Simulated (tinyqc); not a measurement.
Raising U: Hubbard ring of 5 sites, mean field against exact. Computed by the program tinyqc. Collinear unrestricted mean field (the lowest of 40 random starts) against exact diagonalisation.

one-body matrix (hopping and site energies) (eV):
```
         1        2        3        4        5
1  -0.1900  -1.3300   0.0000   0.0000  -1.3300
2  -1.3300   0.0800  -1.3300   0.0000   0.0000
3   0.0000  -1.3300   0.4900  -1.3300   0.0000
4   0.0000   0.0000  -1.3300  -0.4700  -1.3300
5  -1.3300   0.0000   0.0000  -1.3300  -0.1600
```

electrons, up and down: 3  2

Exact and mean-field results (eV):

| U | U/t | E exact | E mean field | mean \|n_up - n_down\| | double occupancy, exact | first gap in the sector |
|---|---|---|---|---|---|---|
| 0.6700 | 0.5038 | -7.479669 | -7.456709 | 0.2090 | 0.2310 | 0.2824 |
| 1.3300 | 1.0000 | -6.748956 | -6.655516 | 0.2260 | 0.2116 | 0.2367 |
| 2.6600 | 2.0000 | -5.480022 | -5.098644 | 0.3119 | 0.1696 | 0.1509 |
| 3.9900 | 3.0000 | -4.490496 | -3.764124 | 0.5800 | 0.1288 | 0.0857 |
| 5.3200 | 4.0000 | -3.750294 | -2.902158 | 0.7761 | 0.0954 | 0.0458 |
| 7.9800 | 6.0000 | -2.788919 | -2.020134 | 0.9069 | 0.0541 | 0.0135 |
| 10.6400 | 8.0000 | -2.221044 | -1.578397 | 0.9487 | 0.0336 | 0.0048 |
| 15.9600 | 12.0000 | -1.600107 | -1.136185 | 0.9775 | 0.0162 | 0.0011 |
| 26.6000 | 20.0000 | -1.072207 | -0.781901 | 0.9920 | 0.0061 | 1.92e-04 |

What does the comparison show, and why?

In absolute terms mean field is worst at U/t = 4.0, 0.848 eV too high: at small U it is nearly exact, and at large U it misses only exchange-scale energies. Relative to the exact energy its error is 0.3 % at the smallest U, 29 % at most and 27 % at the largest. The double occupancy falls from 0.231 to 0.006.
